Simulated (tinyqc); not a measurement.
Coherent transport through a tight-binding region between two chains, step by step. Computed by tinyqc, a small Python program that keeps every step. Settings: temperature = 4, mu = 0.23. Command: `OMP_NUM_THREADS=1 python tinyqc.py 21343 21344 out.jsonl` (the two numbers bound the seeds that draw the settings). One thread of a shared host (Intel(R) Xeon(R) Processor @ 2.60GHz), about 0.1 s of CPU time with the checks.

## Transmission at E = 0.58 eV

H of the central region (eV):
```
           1          2          3          4          5          6
1   0.000000  -1.120000   0.000000   0.000000   0.000000   0.000000
2  -1.120000   0.000000  -1.120000   0.000000   0.000000   0.000000
3   0.000000  -1.120000   0.000000  -1.000000   0.000000   0.000000
4   0.000000   0.000000  -1.000000   0.000000  -1.120000   0.000000
5   0.000000   0.000000   0.000000  -1.120000   0.000000  -1.120000
6   0.000000   0.000000   0.000000   0.000000  -1.120000   0.000000
```

Leads: semi-infinite chains with site energy 0:
```
parameter                           value
lead hopping t (eV)              1.430000
coupling to the left lead (eV)   1.380000
coupling to the right lead (eV)  0.240000
left contact site                       1
right contact site                      6
```

E = 0.580000 eV

Surface Green function g = (E - i sqrt(4 t^2 - E^2)) / (2 t^2); self-energy tc^2 g on each contact site; G = (E - H - Sigma)^(-1); Gamma = -2 Im Sigma; T = Gamma_L Gamma_R |G_LR|^2; local density of states -Im G_ii / pi.

g = 0.141816-0.684770i 1/eV

G (1/eV):
```
                     1                    2                    3                    4
1   0.090297-0.736045i   0.010854+0.098540i  -0.095917+0.685016i   0.043476-0.507674i
2   0.010854+0.098540i   0.111732-0.039905i   0.824142-0.077875i  -0.603143+0.089861i
3  -0.095917+0.685016i   0.824142-0.077875i  -0.330870-0.644688i   0.268865+0.461139i
4   0.043476-0.507674i  -0.603143+0.089861i   0.268865+0.461139i   0.519578-0.368105i
5   0.063126-0.348718i  -0.423500+0.022996i   0.156186+0.336810i   0.383732-0.221105i
6  -0.076167+0.688260i   0.822455-0.101770i  -0.349748-0.635558i  -0.718296+0.482606i

                     5                    6
1   0.063126-0.348718i  -0.076167+0.688260i
2  -0.423500+0.022996i   0.822455-0.101770i
3   0.156186+0.336810i  -0.349748-0.635558i
4   0.383732-0.221105i  -0.718296+0.482606i
5  -0.338170-0.186222i   0.684249+0.317542i
6   0.684249+0.317542i   0.363952-0.647047i
```

local density of states (1/eV): 0.234291  0.012702  0.205210  0.117172  0.059276  0.205962

transmission = 0.098656

## Transmission across the band

The same steps on a grid of energies.

T(E):
```
E (eV)              T
-2.71700000  0.000014
-2.44530000  0.000217
-2.17360000  0.003539
-1.90190000  0.109693
-1.63020000  0.074600
-1.35850000  0.096011
-1.08680000  0.108793
-0.81510000  0.093765
-0.54340000  0.101664
-0.27170000  0.146584
0.00000000   0.193278
0.27170000   0.146584
0.54340000   0.101664
0.81510000   0.093765
1.08680000   0.108793
1.35850000   0.096011
1.63020000   0.074600
1.90190000   0.109693
2.17360000   0.003539
2.44530000   0.000217
2.71700000   0.000014
```

levels of the isolated region (eV): -1.955054  -1.410078  -0.455024  0.455024  1.410078  1.955054

## Current

I = (2e/h) int T(E) [f(E - mu - V/2) - f(E - mu + V/2)] dE at 4 K with mu = 0.23 eV, the bias not changing H; 2e^2/h = 77.48092 microsiemens; the integral runs over the band on 4001 points.

Current:
```
V (volt)  I (microampere)
0.010000         0.121218
0.050000         0.606104
0.100000         1.212160
0.200000         2.424288
0.400000         4.834477
0.800000         9.330767
```
